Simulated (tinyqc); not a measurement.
Hole doping of the spin-split valence bands: two-band massive Dirac model of the K valleys.

Basis (conduction, valence): H = [[D/2, a t (tau kx - i ky)], [a t (tau kx + i ky), -D/2 + lam tau sz]], valley tau = +/-1, spin sz = +/-1. The gap of a spin and valley is G = D - lam tau sz. Berry curvature Omega = curl of i<u|grad u>; for the conduction band Omega_c = -tau 2 a^2 t^2 G/(G^2 + 4 a^2 t^2 k^2)^(3/2), and Omega_v = -Omega_c.

Values chosen for the exercise (near those used for monolayer WS2; not measured data):

| symbol | value | unit | meaning |
|---|---|---|---|
| a | 3.188 | angstrom | lattice constant |
| D | 1.82 | eV | gap parameter |
| t | 1.48 | eV | effective hopping |
| lam | 0.221 | eV | half the valence spin splitting |

The Fermi level lies E below the top of the valence band. kF for the upper and lower band of valley +1 from the two-band energy; each flavour holds kF^2/(4 pi) holes per area and both valleys count. Spin polarisation within one valley; Berry flux removed from valley +1, the sum of (1 - cos(theta_F))/2 with cos(theta_F) = G/sqrt(G^2 + 4 a^2 t^2 kF^2), in units of 2 pi.

Holes:

| E (meV) | kF upper (1/angstrom) | kF lower | p (1e12/cm^2) | spin polarisation in a valley | flux/2 pi |
|---|---|---|---|---|---|
| 55.2 | 0.0641 | 0.0000 | 6.53 | 1.000 | 0.0323 |
| 110.5 | 0.0921 | 0.0000 | 13.50 | 1.000 | 0.0607 |
| 221.0 | 0.1344 | 0.0000 | 28.76 | 1.000 | 0.1083 |
| 331.5 | 0.1695 | 0.0000 | 45.75 | 1.000 | 0.1466 |
| 419.9 | 0.1951 | 0.0000 | 60.61 | 1.000 | 0.1722 |
| 663.0 | 0.2596 | 0.1499 | 142.96 | 0.500 | 0.3157 |
| 884.0 | 0.3140 | 0.2220 | 235.39 | 0.333 | 0.4137 |

Give the missing row, E (meV) = 486.2.

Computed row:
```
E (meV)  kF upper (1/angstrom)  kF lower  p (1e12/cm^2)  spin polarisation in a valley  flux/2 pi
486.2                   0.2134    0.0643          79.07                          0.833     0.2098
```

Up to E = 2 lam = 442 meV, a density of 64.5e12/cm^2, only the upper band of this model is emptied and each valley is fully spin-polarised, oppositely in the two. Beyond it the polarisation falls, to 0.33 in the last row. The flux, times e^2/h, is in size the change of the Hall conductivity of one valley; the other valley cancels it in the charge current. Rows with kF above about 0.2 1/angstrom lie beyond the range of the model, and in real layers the valley at Gamma, close below in MoS2 and WS2, can take holes as well.

Program tinyqc; command `OMP_NUM_THREADS=1 python tinyqc.py 1482020 1482021 out.jsonl`; about 0.01 s on one thread of a shared Intel(R) Xeon(R) Processor @ 2.30GHz.
